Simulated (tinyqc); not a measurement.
# Bandgap voltage reference from two bipolar transistors: effect of the offset of the amplifier

Two transistors of area 1 and N carry the same current I. Is(T) = Is (T/T0)^eta exp[(Vg0 q/kB)(1/T0 - 1/T)], VBE1 = Vt ln(I/Is(T)) + I rb, VBE2 = Vt ln(I/(N Is(T))) + I rb/N. The amplifier forces I R1(T) = VBE1 - VBE2 + Vos, with R(T) = R (1 + tc (T - T0)) for both resistors, and the output is Vref = VBE1 + I R2(T). Base currents and the Early effect are neglected.

Vt = kB T/q; I = (Vt ln N + Vos)/(R1(T) - rb (1 - 1/N)). Box coefficient: span of Vref between 233 and 398 K over its average over T and over 165 K. The last column is the R2 that gives zero slope at T0.

Inputs (values chosen for the exercise); values of the order met in silicon bipolar transistors: reference temperature T0 = 300 K; band-gap voltage extrapolated to 0 K Vg0 = 1.192 V; temperature exponent of the saturation current eta = 3.2; saturation current of the unit transistor at T0 Is = 9.1e-18 A; area ratio of the second transistor N = 8; resistor across which the difference of VBE falls, at T0 R1 = 5.9 kohm; temperature coefficient of both resistors tc = 1200 ppm/K; series resistance of the unit transistor rb = 13 ohm; output resistor at T0 R2 = 61.39 kohm.

Constants: q = 1.602176634e-19 C, kB = 1.380649e-23 J/K. Results are converted to the units shown.

Results:
```
Vos (mV)  I at T0 (uA)  Vref at T0 (V)  slope at T0 (uV/K)  box coefficient (ppm/K)  R2 for zero slope (kohm)
-5               8.280           1.220               54.96                    37.93                     59.58
-3               8.620           1.242               54.63                    37.02                     59.59
0                9.129           1.275               54.40                    35.91                     59.60
1                9.299           1.286               54.39                    35.60                     59.60
3                9.639           1.308               54.45                    35.05                     59.60
5                9.978           1.329               54.60                    34.58                     59.59
```

Estimate the missing row, Vos = -1 mV.

Computed row:
```
Vos (mV)  I at T0 (uA)  Vref at T0 (V)  slope at T0 (uV/K)  box coefficient (ppm/K)  R2 for zero slope (kohm)
-1               8.959           1.264               54.44                    36.25                     59.60
```

With this row back in the table: As Vos goes from -5 to 5, Vref rises from 1.220 to 1.329 V and the box coefficient falls from 37.9 to 34.6 ppm/K. Each mV of offset moves Vref by 10.9 mV, about R2/R1 = 10.4 plus the change of VBE1 with the current.

Numbers from tinyqc (`OMP_NUM_THREADS=1 python tinyqc.py 2062185 2062186 out.jsonl`; about 0.02 s on one thread of a shared Intel Xeon 2.30GHz).
